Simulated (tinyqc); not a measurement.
Worked calculation: one-electron ion in a basis of Gaussians. One step of it, computed by the program tinyqc.

Task: Matrices over normalised Gaussians. With p = a_i + a_j and I(k) = Gamma((k+1)/2) / (2 p^((k+1)/2)): S = I(2l+2), T = (2l+3) a_i a_j S / p, V = -Z I(2l+1), each divided by sqrt(S_ii S_jj).

exponents of r^l exp(-a r^2) (1/bohr^2): 2.366000  8.616000  31.380000

Z = 6

l = 0

Give: S; T; V.

Result:

S, lower triangle:
```
,1,2,3
1,1.000
2,0.746,1.000
3,0.365,0.746,1.000
```

T (hartree), lower triangle:
```
,1,2,3
1,3.549
2,4.152,12.924
3,2.409,15.120,47.070
```

V (hartree), lower triangle:
```
,1,2,3
1,-14.727
2,-16.729,-28.104
3,-14.353,-31.923,-53.635
```
